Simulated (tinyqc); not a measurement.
Film and buried-oxide thickness from two coupling ratios.

Inverse problem. In a depleted film -dVT/dVb is k1 = Cs Cbox/(Cox (Cs + Cbox)) for a front channel and k2 = Cbox (Cox + Cs)/(Cox Cs) for a back channel, with Cox = eps0 eox/tox, Cs = eps0 eps_r/ts, Cbox = 3.9 eps0/tb. Find ts and tb.

Inputs (values chosen for the exercise); band and dielectric values close to those of silicon:
```
symbol,value,unit,meaning
eps_r,11.7,,relative permittivity
eox,3.9,,relative permittivity of the gate insulator (close to silicon dioxide)
tox,4.5,nm,insulator thickness
```

coupling ratios for a front and a back channel: 0.031034483  0.067857143

Answer. With y = Cox/Cs and z = Cox/Cbox, 1/k1 = y + z and k2 = (1 + y)/z, so y = (k2/k1 - 1)/(1 + k2); the thicknesses follow from y and z.

ts = 15.0 nm
tb = 140 nm

Program tinyqc, `OMP_NUM_THREADS=1 python tinyqc.py 2190170 2190171 out.jsonl`; Intel Xeon 2.30GHz, shared host, one thread, about 0.4 s.
